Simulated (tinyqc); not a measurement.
Phase-change memory cell, resistance drift and retention: one step of the calculation.

The amorphous state follows Ra = R0 (t/t0)^nu exp[(q Ec/kB)(1/T - 1/(300 K))], with nu taken as independent of T. An intermediate level follows the logarithmic mixing rule ln R = (1 - fa) ln Rc + fa ln Ra with constant Rc. The time to lose the data by crystallisation is tr = tx exp[(q Ex/kB)(1/T - 1/Tx)]; 1 year = 3.15576e7 s. These are empirical laws.

Task. Retention. tr at T; the ten-year temperature solves tr = 10 years: 1/T10 = 1/Tx + (kB/(q Ex)) ln(10 years/tx).

Values chosen for this exercise; values of the order found in chalcogenide phase-change cells:
```
symbol  value  unit                               meaning
Ex        1.9    eV  activation energy of crystallisation
Tx        473     K                 temperature of a bake
tx      75000     s      time to crystallise in that bake
T         358     K                 operating temperature
```

Constants: q = 1.602176634e-19 C, kB = 1.380649e-23 J/K. Results are converted to the units shown.

Wanted: tr; T10; loss of tr per kelvin, q Ex/(kB T^2).

Result.

tr = 7569 years
T10 = 401.2 K
loss of tr per kelvin, q Ex/(kB T^2) = 17.20 %/K

T lies 43.2 K below T10, so ten years are met.

Program tinyqc, `OMP_NUM_THREADS=1 python tinyqc.py 2880061 2880062 out.jsonl`; Intel Xeon 2.30GHz, shared host, one thread, about 0.01 s.
